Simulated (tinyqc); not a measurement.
Worked calculation: dielectric confinement in a thin film (image charges). Values are carried at full precision from step to step, so a last printed digit may differ when a step is redone from the rounded ones.

A film |z| < t/2 of dielectric constant eps between half-spaces of dielectric constant e2; lam = (eps - e2)/(eps + e2), q = e^2/(4 pi eps0). The self-energy of a band edge is taken with the high-frequency value, e2 = eh, and the field of a fixed ion with the static one, e2 = eo. A charge at z has images lam^|n| at n t + (-1)^n z. Its self-energy is S(z) = (q/2 eps) sum over n >= 1 of lam^n [1/(n t - 2z) + 1/(n t + 2z)] for odd n and 2 lam^n/(n t) for even n; at the centre S(0) = -(q/(eps t)) ln(1 - lam).

Constants: e^2/(4 pi eps0) = 14.39964547 eV angstrom; hbar^2/2m0 = 3.80998211 eV angstrom^2; Ry = 13.60569312 eV.

Inputs chosen for the exercise (near those of a Si (100) film, two-fold valleys, between layers of SiO2; the results hold for these values, not for the real material): t = 38 angstrom (film thickness); eps = 11.6 (dielectric constant of the film); eh = 2.1 (high-frequency dielectric constant outside); mz = 0.942 m0 (mass across the film); eo = 3.7 (static dielectric constant outside); m = 0.184 m0 (mass in the plane).

## Images for a charge at the centre

Give lam, the first five terms (q/eps) lam^n/(n t), their sum and the closed form.

lam = 0.6934

terms (meV): 22.65  7.85  3.63  1.89  1.05

sum of five = 37.07 meV
S(0) = 38.62 meV

The surroundings screen less than the film, so the images repel and each band edge moves outwards: the gap changes by about 2 S = +77 meV. The static value 3.7 would give S(0) = +23.7 meV.

## Self-energy across the film

S at 2z/t = 0, 0.2, 0.4, 0.6, 0.8 and 0.9, summed to n = 399.

Self-energy:
```
2z/t  z (angstrom)  S (meV)
0.0            0.0    38.62
0.2            3.8    39.58
0.4            7.6    43.01
0.6           11.4    51.53
0.8           15.2    79.21
0.9           17.1   135.60
```

Towards the wall S diverges as (q lam/4 eps)/(distance), an artefact of the abrupt interface that the vanishing envelope makes harmless.

## Shift of the subband edge

First order: <S> over the envelope (2/t) cos^2(pi z/t), beside the confinement energy c (pi/t)^2/mz, c = hbar^2/2m0.

<S> = 43.64 meV
confinement energy = 27.64 meV

|<S>| is 1.58 times the confinement energy; the first goes as 1/t and the second as 1/t^2, so they are equal at t = 24 angstrom.

## Binding of a donor

Donor at the centre, lam from the static eo, trial function cos(pi z/t) exp(-rho/l): E(l) = c/(m l^2) - (q/eps) times the integral over k of F(k t) (1 + (k l/2)^2)^(-3/2), with F(x) = F0 + 2 lam exp(-x) G/(1 - lam exp(-x)), F0 = 2[(1 - exp(-x/2))/x + x (1 + exp(-x/2))/(x^2 + 4 pi^2)], G = 2 sinh(x/2)[1/x - x/(x^2 + 4 pi^2)]; c = hbar^2/2m0. The binding energy is -E at the minimum, counted from the subband edge with its self-energy.

Minimise over l with and without images (lam = 0); Ry* = Ry m/eps^2.

Donor:
```
case         l (angstrom)  binding (meV)  in Ry*
no images            27.8           41.1    2.21
with images          25.2           82.4    4.43
```

Ry* = 18.60 meV

The images change the binding by +41.3 meV, against -2 (q/(eps t)) ln(1 - lam) = +47.5 meV for an orbit much smaller than t. At 300 K the binding is 3.2 kB T, which hinders ionisation.

## Checks

- S(0) from the series against the closed form, meV: both 38.62.
- F(2.3) for lam = 0.6934 from a direct sum over images against the closed form: both 0.8923.

tinyqc: `OMP_NUM_THREADS=1 python tinyqc.py 1281386 1281387 out.jsonl`; about 0.1 s, one thread, shared Intel(R) Xeon(R) Processor @ 2.30GHz.
